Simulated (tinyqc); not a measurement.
First phase against the interface composition: thermodynamics of metal silicides: hull, first phase, silicon consumed, nucleation and stability against SiO2. Computed by tinyqc, a small Python program. Command: `OMP_NUM_THREADS=1 python tinyqc.py 3000239 3000240 out.jsonl silphase walk`. One thread of a shared host (Intel(R) Xeon(R) Processor @ 2.30GHz), about 0.01 s of CPU time with the checks.

Entropies of formation of the solids are neglected, so heats stand for free energies. Si fractions: M5Si3 0.3750, MSi 0.5000, MSi2 0.6667.

Inputs (values chosen for the exercise, of the order of those of tungsten silicides for heats and volumes only): heat of formation of M5Si3 = -17.4 kJ/mol atoms; heat of formation of MSi = -15.2 kJ/mol atoms; heat of formation of MSi2 = -26.3 kJ/mol atoms.

Phases: M5Si3, MSi, MSi2.

Method. Effective heat of formation: at the interface the mixture has the Si fraction x_e; the limiting element scales the heat, H_eff = H x_e/x if x_e < x, H (1 - x_e)/(1 - x) otherwise. The rule names the most negative as the first phase; its restriction to congruently melting phases is left out here.

H_eff (kJ/mol atoms):

| x_e | M5Si3 | MSi | MSi2 | first phase |
|---|---|---|---|---|
| 0.10 | -4.6400 | -3.040 | -3.945 | M5Si3 |
| 0.20 | -9.2800 | -6.080 | -7.890 | M5Si3 |
| 0.30 | -13.9200 | -9.120 | -11.835 | M5Si3 |
| 0.36 | -16.7040 | -10.944 | -14.202 | M5Si3 |
| 0.42 | -16.1472 | -12.768 | -16.569 | MSi2 |
| 0.48 | -14.4768 | -14.592 | -18.936 | MSi2 |
| 0.54 | -12.8064 | -13.984 | -21.303 | MSi2 |
| 0.60 | -11.1360 | -12.160 | -23.670 | MSi2 |
| 0.66 | -9.4656 | -10.336 | -26.037 | MSi2 |
| 0.75 | -6.9600 | -7.600 | -19.725 | MSi2 |

What does the comparison show, and why?

Each phase is a triangle with its apex at its own composition. In order of x_e the first phase is M5Si3, then MSi2. On either side of all three the ranking is that of H/x (Si-poor) or H/(1 - x) (Si-rich).
